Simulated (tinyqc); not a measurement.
Domain walls in a thin film with perpendicular anisotropy: Bloch, Neel and chiral walls, motion and stripe domains: one step, computed by the program tinyqc. Command: `OMP_NUM_THREADS=1 python tinyqc.py 3004070 3004071 out.jsonl mwall walk`. One thread of a shared host (Intel(R) Xeon(R) Processor @ 2.30GHz), about 0.01 s of CPU time with the checks.

One-dimensional wall: polar angle theta(x), azimuth phi of the moment in the wall (phi = 0 Neel, 90 degrees Bloch). mu_0 = 1.25663706212e-6 T m/A, gamma = 1.76085963023e11 rad/(s T).

Question. Bloch or Neel. sigma(phi) = sigma_0 + 2 Delta K_D cos^2(phi) - pi D cos(phi), with the wall shape anisotropy K_D = N_x mu_0 M_s^2/2, N_x = t ln 2/(pi Delta). The minimum has cos(phi) = D/D_N for D < D_N = 4 Delta K_D/pi and phi = 0 beyond; sigma turns negative at D_c = (sigma_0 + 2 Delta K_D)/pi.

Inputs (values chosen for the exercise, for a model film): saturation magnetisation M_s = 1070 kA/m; DMI constant D = 1.2 mJ/m^2; thickness t = 1.8 nm.

width parameter Delta = 15.22645 nm

sigma_0 = 4.728613 mJ/m^2

Give: K_D; D_N; azimuth phi; wall energy sigma; D_c.

Answer.

K_D = 18.76 kJ/m^3

D_N = 0.3638 mJ/m^2

azimuth phi = 0 degrees

wall energy sigma = 1.530 mJ/m^2

D_c = 1.687 mJ/m^2

A pure chiral Neel wall. D is 0.71 of D_c.
